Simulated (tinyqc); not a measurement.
Two-step dopant diffusion (predeposition and drive-in) with a constant diffusivity. From one set of inputs to another, one input at a time. Computed by tinyqc, a small Python program. Command: `OMP_NUM_THREADS=1 python tinyqc.py 3017017 3017018 out.jsonl dopdiff ladder`. One thread of a shared host (Intel(R) Xeon(R) Processor @ 2.30GHz), about 0.1 s of CPU time with the checks.

Fick diffusion into a half space x > 0 whose background doping C_B is of the opposite type, so that a junction lies where C = C_B.

The inputs printed are set A. Set A is modelled on aluminium in silicon; the values taken over come from a set modelled on arsenic in silicon. Inputs not listed in the table keep their values of set A, so the rows need not describe a real material.

Inputs (values chosen for the exercise, modelled on aluminium in silicon):
```
quantity,value,unit
prefactor D0,1.58,cm^2/s
activation energy E,3.4,eV
surface concentration C_s,5.6e+17,1/cm^3
background doping C_B,5.1e+14,1/cm^3
predeposition temperature T1,850,C
predeposition time t1,10,min
drive-in temperature T2,1050,C
drive-in time t2,20,min
ramp rate,10,C/min
stand-by temperature,750,C
```

Furnace ramps of the drive-in: linear ramps.

Constants: k_B = 8.617333262e-05 eV/K.

Method:
- D = D0 exp(-E/(k_B T)).
- Temperatures in kelvin are T(C) + 273.15.
- Times in seconds are 60 times the minutes.
- One ramp between the stand-by temperature and T2 adds int D dT / rate (40-point Gauss-Legendre); the usual estimate counts it as an extra time k_B T2^2/(E rate) at T2. (Dt)2 = D2 t2 + two ramps, times in seconds.
- C = C_s erfc(x/(2 sqrt(D1 t1))); dose Q = 2 C_s sqrt(D1 t1/pi); the junction solves erfc(z) = C_B/C_s with x_j = 2 z sqrt(D1 t1).
- With a sealed surface and a thin source, C = Q/sqrt(pi (Dt)2) exp(-x^2/(4 (Dt)2)); x_j = 2 sqrt((Dt)2 ln(C(0)/C_B)); gradient at the junction |dC/dx| = C_B x_j/(2 (Dt)2).
- Exact two-step profile: C = (2 C_s/pi) int_0^alpha exp(-beta (1 + u^2))/(1 + u^2) du with alpha = sqrt(D1 t1/(Dt)2), beta = x^2/(4 (D1 t1 + (Dt)2)).
- The integral takes 48 Gauss-Legendre points; solve C(x) = C_B.

Each row keeps all changes above it:
```
input moved,from,to,surface concentration C(0) (Gaussian) (1/cm^3),gradient at the junction (1/cm^4),exact junction depth (um)
set A,-,-,1.489e+16,5.399e+19,0.638
prefactor D0 (cm^2/s) and activation energy E (eV),"1.58, 3.4","8.99, 4.02",9.380e+15,3.259e+20,0.091
predeposition time t1 (min),10,30,1.625e+16,3.553e+20,0.099
background doping C_B (1/cm^3),5.1e+14,1.3e+14,1.625e+16,1.070e+20,0.117
drive-in time t2 (min),20,60,1.033e+16,6.472e+19,0.176
drive-in temperature T2 (C),1050,1200,1.695e+15,8.137e+18,0.820
surface concentration C_s (1/cm^3),5.6e+17,1.2e+19,3.632e+16,1.205e+19,1.215
```

Surface concentration C(0) (Gaussian) goes from 1.49e16 to 3.63e16, a factor 2.44 in all. The largest single move comes from surface concentration C_s (a factor 21.4), and drive-in temperature T2 works against it (a factor 0.164). Gradient at the junction goes from 5.40e19 to 1.21e19, a factor 0.223 in all. The largest single move comes from drive-in temperature T2 (a factor 0.126), and prefactor D0 with activation energy E works against it (a factor 6.04). Exact junction depth goes from 0.638 to 1.22, a factor 1.91 in all. The largest single move comes from prefactor D0 with activation energy E (a factor 0.143), but it runs against the net change; the largest move in the direction of the net change is drive-in temperature T2 (a factor 4.67). The single moves hold for this order of the switches; the total does not depend on the order.

Caution (rows surface concentration C_s): C_s exceeds the intrinsic carrier density of silicon at the predeposition temperature (2e18 to 1e19 per cm^3), where real diffusivities rise with concentration and profiles turn box-like.

Extremes, crossings and ranges named in words are read from the listed rows.
